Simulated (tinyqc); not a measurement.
Precursor delivery and alloy composition in metal-organic vapour-phase epitaxy: one step, computed by the program tinyqc. Command: `OMP_NUM_THREADS=1 python tinyqc.py 3012714 3012715 out.jsonl movpe walk`. One thread of a shared host (Intel(R) Xeon(R) Processor @ 2.30GHz), about 0.01 s of CPU time with the checks.

Carrier gas leaves each bubbler saturated. Group-III species cross a boundary layer and react at the surface; element 2 can also desorb. The film is (1)_(1-x) (2)_x V with a zinc-blende cell.

Question. Molar flows. Temperatures in kelvin are T(C) + 273.15. Vapour pressure p_v = 10^(a - b/T); precursor flow = carrier flow x p_v/(p_b - p_v); 1 sccm = 44.615 micromol/min; V/III = hydride flow over the sum of both; gas share x_g = F2/(F1 + F2).

Inputs (values chosen for the exercise, close to those used for InGaAs from TMGa and TMIn):
```
quantity                                value  unit
source 1: a in log10(p/torr) = a - b/T   8.07     -
source 1: b                              1703     K
source 1: bath temperature                 -3     C
source 1: carrier flow                     43  sccm
source 2: a                             10.52     -
source 2: b                              3014     K
source 2: bath temperature                 15     C
source 2: carrier flow                    370  sccm
bubbler pressure p_b                      760  torr
group-V hydride flow                       43  sccm
```

Give: vapour pressures; molar flows; V/III ratio; gas share x_g.

Answer.

vapour pressures (torr): source 1 58.36, source 2 1.149

molar flows (micromol/min): F1 159.6, F2 24.99

V/III ratio = 10.40

gas share x_g = 0.1354

The slope of F2 with the temperature of bath 2 is b ln(10)/T^2 x p_b/(p_b - p_v) = 8.4 % per kelvin.
